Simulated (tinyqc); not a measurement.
Band bending at a free surface with one surface level, surface photovoltage and Kelvin probe: two steps of the calculation.

n-type bulk, xi = Ec - EF = Vt ln(Nc/Nd), p0 = ni^2/Nd, ni = sqrt(Nc Nv) exp(-Eg/(2 Vt)), Eg in volts. b is the upward band bending, u = b/Vt. Space charge per area, in units of q: Qc = sign(b) sqrt((2 eps0 eps_r Vt/q) [(Nd + dn)(exp(-u) - 1) + Nd u + (p0 + dn)(exp(u) - 1)]), with dn the excess density under light (flat quasi-Fermi levels; 0 in the dark). The level holds -Ns f, f = 1/(1 + exp((xi + b - Es)/Vt)). Neutrality: Qc + Qf + (charge of the states) = 0.

Inputs (values chosen for the exercise); band and dielectric values close to those of silicon:

| symbol | value | unit | meaning |
|---|---|---|---|
| T | 300 | K | temperature |
| Eg | 1.1 | eV | band gap |
| eps_r | 11.6 |  | relative permittivity |
| Nc | 2.76e19 | cm^-3 | conduction-band density of states at T |
| Nv | 2.66e19 | cm^-3 | valence-band density of states at T |
| chi | 4.11 | eV | electron affinity |
| Nd | 2.2e16 | cm^-3 | donor density |
| Qf | 0 | cm^-2 | fixed positive charge at the surface |
| pt | 5.27 | eV | work function of the probe tip |
| Ns | 1.4e12 | cm^-2 | density of an acceptor-like surface level |
| Es | 0.4 | eV | its depth below the conduction edge |
| dn | 4.2e12 | cm^-3 | excess carrier density under light |

Constants: q = 1.602176634e-19 C, kB = 1.380649e-23 J/K, Vt = kB T/q, eps0 = 8.8541878128e-14 F/cm where lengths are in cm. Results are converted to the units shown.

Problem 1. Work function and Kelvin-probe reading. Work function chi + xi + b; contact potential difference CPD = (work function of the sample) - pt. Depth of EF below Ec at the surface: xi + b. Depletion width Qc/Nd.

converged b = 0.25451379 V

Wanted: xi + b; Qc; Qc/Nd; work function; CPD.

Solution 1.

xi + b = 0.43896 eV
Qc = 2.5396e11 cm^-2
Qc/Nd = 115.44 nm
work function = 4.5490 eV
CPD = -721.04 mV

The level is 18.1 % filled: the Fermi level is pinned at it.

Problem 2. Surface photovoltage. Under chopped light the surface charge keeps its dark value, so b falls to bL with Qc(bL, dn) = Qc(b, 0); the photovoltage is b - bL. Qc rises with b, so bL follows by bisection.

converged b = 0.25451379 V

Wanted: bL; photovoltage; share of b removed; excess holes at the surface, dn exp(bL/Vt).

Solution 2.

bL = 0.2249 V
photovoltage = 29.61 mV
share of b removed = 11.63 %
excess holes at the surface, dn exp(bL/Vt) = 2.520e16 cm^-3

Computed by the program tinyqc: `OMP_NUM_THREADS=1 python tinyqc.py 2430104 2430105 out.jsonl`, one thread of a shared Intel Xeon 2.30GHz, about 0.01 s for the whole run.
